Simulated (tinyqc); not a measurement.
Hole mobility in a silicon inversion layer, empirical terms and Matthiessen rule: effect of the temperature.

Inversion layer of sheet density Ns on a uniformly doped body. The mobility terms are empirical power laws with prefactors chosen for the exercise; adding their inverses (Matthiessen) is itself an approximation.

Nc and Nv are given at 400 K and scale as (T/400 K)^1.5; Eg is fixed. ni = sqrt(Nc Nv) exp(-Eg/(2 Vt)), Eg in volts; Ndep = sqrt(2 eps0 eps_r Nb (2 Vt ln(Nb/ni) + Vsb)/q); E = q (Ndep + eta Ns)/(eps0 eps_r), in MV/cm. With t = T/(300 K): muC = Ac (Ns/1e12 cm^-2) t/(Nb/1e17 cm^-3 + Nit/1e11 cm^-2), muP = Ap E^(-1/3) t^(-1.75), muS = As E^(-gs); 1/mu is the sum of the inverses.

Values chosen for this exercise; material values close to those of silicon: band gap Eg = 1.12 eV; relative permittivity of the semiconductor eps_r = 11.9; conduction-band density of states at the reference temperature Nc = 4.37e19 cm^-3; valence-band density of states at the reference temperature Nv = 4.11e19 cm^-3; body doping Nb = 2.7e17 cm^-3; reverse body bias Vsb = 0 V; weight of the inversion charge in the effective field eta = 0.3333; phonon-limited mobility at 1 MV/cm and 300 K Ap = 122 cm^2/(V s); roughness-limited mobility at 1 MV/cm As = 502 cm^2/(V s); exponent of the roughness term gs = 1.3; Coulomb prefactor Ac = 1300 cm^2/(V s); charge at the interface Nit = 9.6e11 cm^-2; inversion density Ns = 1.7e12 cm^-2.

Constants: q = 1.602176634e-19 C, kB = 1.380649e-23 J/K, Vt = kB T/q, eps0 = 8.8541878128e-14 F/cm where lengths are in cm. Results are converted to the units shown.

Result of one run:
```
E (MV/cm)  muC (cm^2/(V s))  muP (cm^2/(V s))  muS (cm^2/(V s))  mu (cm^2/(V s))
0.3802                71.87             837.1              1765            63.79
```

Which temperature T gave this result: 120, 160, 300 or 350 K?

T = 120 K.

The whole series:
```
T (K)  E (MV/cm)  muC (cm^2/(V s))  muP (cm^2/(V s))  muS (cm^2/(V s))  mu (cm^2/(V s))
120       0.3802             71.87             837.1              1765            63.79
160       0.3753             95.83             508.1              1794            77.16
200       0.3701             119.8             345.5              1828            84.82
250       0.3629             149.7             235.3              1875            87.25
300       0.3551             179.7             172.3              1929            84.11
350       0.3468             209.6             132.6              1989            78.03
400       0.3378             239.6             105.9              2058            70.90
450       0.3283             269.5             86.98              2136            63.80
```

As T goes from 120 to 450 K, E falls from 0.380 to 0.328 MV/cm and mu goes from 63.8 through a maximum of 87.2 (at T = 250 K among the rows listed) to 63.8 cm^2/(V s). The smallest term is the Coulomb one in the first row and the phonon one in the last. Coulomb scattering weakens and phonon scattering grows with T, hence the maximum. For T = 120 to 160 K dopant freeze-out and degenerate screening, left out here, matter.

tinyqc, about 0.01 s, one thread, Intel Xeon 2.30GHz (shared host): `OMP_NUM_THREADS=1 python tinyqc.py 2510053 2510054 out.jsonl`
